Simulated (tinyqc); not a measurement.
Thermal stress, cracking, delamination and buckling of a thin film; Griffith cracks and misfitting inclusions: one step, computed by the program tinyqc.

Isotropic linear elasticity; the substrate is much thicker than the film; stress is positive in tension.

Question. Stress in the film. Thermal strain = (alpha_f - alpha_s)(T_d - T); stress = E/(1 - nu) x strain + intrinsic stress; plane-strain modulus Ebar = E/(1 - nu^2); G0 = stress^2 h/(2 Ebar) is the energy freed per area when a long strip loses its stress across its width.

Inputs (values chosen for the exercise, modelled on an aluminium film on silicon):
```
quantity                     value        unit
film Young's modulus E        70.7         GPa
film Poisson ratio nu         0.34           -
film expansion alpha_f          22      1e-6/K
substrate expansion alpha_s    3.6      1e-6/K
deposition temperature T_d     550           K
final temperature T            300           K
intrinsic stress                81         MPa
film thickness h              0.33  micrometre
```

Give: thermal strain; film stress; Ebar; G0.

Answer.

thermal strain = 0.0046

film stress = 573.8 MPa

Ebar = 79.94 GPa

G0 = 0.6795 J/m^2

The film ends in tension; the thermal part is 493 MPa. Caution: at a stress above 0.4 % of E a ductile film would yield, and the elastic value is then an upper bound; a brittle film in tension cracks instead.
